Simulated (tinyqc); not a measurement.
Incorporation against temperature: precursor delivery by bubblers, mass-transport growth and the solid composition of a III-V alloy. Computed by tinyqc, a small Python program. Command: `OMP_NUM_THREADS=1 python tinyqc.py 3021364 3021365 out.jsonl movpe_thermo walk`. One thread of a shared host (Intel(R) Xeon(R) Processor @ 2.30GHz), about 0.01 s of CPU time with the checks.

1 sccm = 44.615 micromol/min; 1 torr = 133.322 Pa. The sources decompose fully at the surface.

Inputs (values chosen for the exercise, modelled on trimethylgallium (source 1) and trimethylindium (source 2) for the vapour pressures):
```
quantity                                                                                                  value        unit
bath temperature T1                                                                                         259           K
bath temperature T2                                                                                         289           K
bubbler pressure p_b                                                                                        600        torr
carrier flow F1                                                                                             3.9        sccm
carrier flow F2                                                                                             110        sccm
total flow F_t                                                                                               13         slm
group-V flow F_V                                                                                            320        sccm
reactor pressure p                                                                                          200        torr
growth temperature T                                                                                       1040           K
diffusivity at 273 K and 760 torr                                                                          0.43      cm^2/s
flow cross-section A                                                                                         19        cm^2
distance from the leading edge z                                                                             12          cm
lattice constant a                                                                                         5.85    angstrom
interaction L0 of the solid                                                                                21.4      kJ/mol
log10 of p_B,eq over pure BC at 1000 K and 1 torr of group V (exaggerated: liquid indium has about -4.1)   -2.8  log10 torr
enthalpy of that equilibrium H                                                                              333      kJ/mol
```

Alloy: mixing on the group-III sites, with desorption of B.

constants a, b of source 1 (log10 torr, K): 8.058  1703

constants a, b of source 2 (log10 torr, K): 10.49  3014

Constants: k_B = 1.380649e-23 J/K; R = 8.314462618 J/(mol K).

Method:
- log10 p_v = a - b/T_bath; molar flow = F x 44.615 x p_v/(p_b - p_v) for a saturated bubbler.
- p_i = p n_i/(44615 F_t), F_t in slm; p_V = p F_V/(1000 F_t), counted per molecule supplied; V/III = 44.615 F_V/(n1 + n2); vapour fraction of source 2 = n2/(n1 + n2).
- Mean velocity u = (F_t/A)(760/p)(T/273); D = D0 (T/273)^1.75 (760/p); boundary layer delta = sqrt(pi D z/u); flux = D dp/(delta k_B T); growth rate = flux x a^3/4.
- A sticks fully. B desorbs: its surface pressure is p_B* = x gamma_B K/sqrt(p_V), ln gamma_B = L0 (1 - x)^2/(R T), K = 10^(log10 K at 1000 K) exp[-(H/R)(1/T - 1/1000)], p_V in torr. With equal diffusivities x = (p_2 - p_B*)/(p_1 + p_2 - p_B*). Growth rate = rate per torr x p_1/(1 - x).

p_2 = 0.00325159 torr

K/sqrt(p_V) = 0.00333330 torr

p_V = 4.92308 torr

vapour fraction of source 2 = 0.503922

p_1 = 0.00320098 torr

At fixed flows:
```
T (K)  K/sqrt(p_V) (torr)        x  share of B incorporated, 1 - p_B*/p_2
903            9.6704e-06  0.50316                             9.9698e-01
944            6.6381e-05  0.49882                             9.7980e-01
981            3.2885e-04  0.47792                             9.0118e-01
1008           9.8158e-04  0.41554                             6.9991e-01
1039           3.2120e-03  0.13381                             1.5208e-01
1070           9.8128e-03  0.03388                             3.4524e-02
1105           3.2113e-02  0.01023                             1.0177e-02
1157           1.6374e-01  0.00216                             2.1341e-03
```

What follows from these numbers?

x equals the vapour fraction 0.504 while gamma_B K/sqrt(p_V) is small against p_1 + p_2 = 0.0065 torr and falls once it is not. Between the last rows the apparent energy R d ln x/d(1/T) is 318 kJ/mol, against H = 333. Caution: the boundary layer is a quarter or more of the root of the cross-section, so it fills much of the channel and depletion along the flow matters. Caution: rows with 2 L0 x (1 - x) > R T lie inside the spinodal of the bulk alloy.

Extremes, crossings and ranges named in words are read from the listed rows.
